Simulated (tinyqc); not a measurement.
Inside a calculation. Method: CCSD on RHF in the sto-3g basis, for B+, spin multiplicity 1. One step of it, computed by the program tinyqc.

Task: CCSD: starting amplitudes. t_ij^ab = <ij||ab> / (e_i + e_j - e_a - e_b), whose energy is MP2.

orbital energies (hartree): MO1 -7.986287, MO2 -0.849252, MO3 -0.200518, MO4 -0.200518, MO5 -0.200518

Two-electron integrals over orbitals (pq|rs), unique and non-zero (hartree):
```
(11|11) 2.897294    (21|11) -0.324303   (21|21) 0.057850    (22|11) 0.742479
(22|21) -0.018490   (22|22) 0.525885    (31|31) 0.021414    (32|31) 0.027489
(32|32) 0.112771    (33|11) 0.742089    (33|21) -0.011529   (33|22) 0.533524
(33|33) 0.586773    (41|41) 0.021414    (42|41) 0.027489    (42|42) 0.112771
(43|43) 0.031630    (44|11) 0.742089    (44|21) -0.011529   (44|22) 0.533524
(44|33) 0.523513    (44|44) 0.586773    (51|51) 0.021414    (52|51) 0.027489
(52|52) 0.112771    (53|53) 0.031630    (54|54) 0.031630    (55|11) 0.742089
(55|21) -0.011529   (55|22) 0.533524    (55|33) 0.523513    (55|44) 0.523513
(55|55) 0.586773
```

Give: Starting amplitudes; correlation energy.

Result:

Starting amplitudes (spin orbitals 1a, 1b, ...; amplitudes related by a flip of all spins are not repeated):
```
from      to          t
2a 2b  3a 3b     -0.087
2a 2b  4a 4b     -0.087
2a 2b  5a 5b     -0.087
1a 2b  3a 3b  -3.26e-03
1a 2b  4a 4b  -3.26e-03
1a 2b  5a 5b  -3.26e-03
1a 1b  3a 3b  -1.38e-03
1a 1b  4a 4b  -1.38e-03
1a 1b  5a 5b  -1.38e-03
```

correlation energy = -0.03003 hartree
